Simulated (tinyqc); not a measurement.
## Trap depth and cross-section from two peaks

Inverse problem. A DLTS peak lies where ew = sn g T^2 exp(-Et/kB T), g = vth Nc/(300 K)^2. Find Et and sn.

Values chosen for this exercise:
```
symbol    value   unit                                     meaning
Nc      5.76e17  cm^-3  conduction-band density of states at 300 K
vth         4e7   cm/s                   thermal velocity at 300 K
```

Constants: q = 1.602176634e-19 C, kB = 1.380649e-23 J/K. Results are converted to the units shown.

peak temperatures for ew = 5 and 1000 1/s (K): 141.41454  176.18671

Solution. The slope of ln(ew/T^2) against q/kB T is -Et, and the intercept is ln(sn g).

Et = 0.3000 eV
sn = 4.800e-14 cm^2

Computed by the program tinyqc: `OMP_NUM_THREADS=1 python tinyqc.py 2050173 2050174 out.jsonl`, one thread of a shared Intel Xeon 2.30GHz, about 0.01 s for the whole run.
